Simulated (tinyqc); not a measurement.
Pressure-driven transition between two phases with analytic equations of state: one step, computed by the program tinyqc. Command: `OMP_NUM_THREADS=1 python tinyqc.py 3026982 3026983 out.jsonl transition walk`. One thread of a shared host (Intel(R) Xeon(R) Processor @ 2.30GHz), about 0.03 s of CPU time with the checks.

Each phase obeys E = E0 + (B0 V/B') [(V0/V)^B'/(B' - 1) + 1] - B0 V0/(B' - 1), P = (B0/B') [(V0/V)^B' - 1]; E0 = 0 for phase 1 and Delta E0 for phase 2. H = E + P V.

Task: Shift with temperature. Start from P = Delta E0/(V0 of phase 1 - V0 of phase 2); at each P solve P(V) = P for both phases and step P(new) = P - (H_2 - H_1)/(V_2 - V_1); stop when |H_2 - H_1| < 1e-10 eV. At the zero-temperature transition the volume change is V_2/V_1 - 1 and the work is P (V_1 - V_2). At T the condition is H_2 - H_1 - T Delta S = 0, with Delta S constant and thermal expansion left out; the Clausius-Clapeyron slope is dP/dT = Delta S/(V_2 - V_1) at the zero-temperature point.

Inputs (values chosen for the exercise, for two model phases):
```
quantity                                   value             unit
volume V0 of phase 1                        27.5  angstrom^3/atom
B0 of phase 1                               80.9              GPa
B' of phase 1                                  5                -
volume V0 of phase 2                        21.9  angstrom^3/atom
B0 of phase 2                                118              GPa
B' of phase 2                               4.31                -
energy of phase 2 above phase 1, Delta E0   0.15          eV/atom
entropy of phase 2 less phase 1, Delta S   -0.16         k_B/atom
temperature T                                600                K
```

Equation of state: Murnaghan.

V_2 at the transition = 21.13481 angstrom^3

V_1 at the transition = 26.17397 angstrom^3

transition pressure = 4.535415 GPa

Constants: k_B = 8.617333262e-05 eV/K; 1 eV/angstrom^3 = 160.2176634 GPa.

Give: Clapeyron slope; transition pressure at T; linear estimate at T.

Result:

Clapeyron slope = 0.4384 MPa/K

transition pressure at T = 4.799 GPa

linear estimate at T = 4.798 GPa

The dense phase has the lower entropy, so heating raises the transition pressure. Caution: a constant Delta S holds only at high temperature; it vanishes as T goes to 0, so the shift counted from T = 0 is somewhat too large.
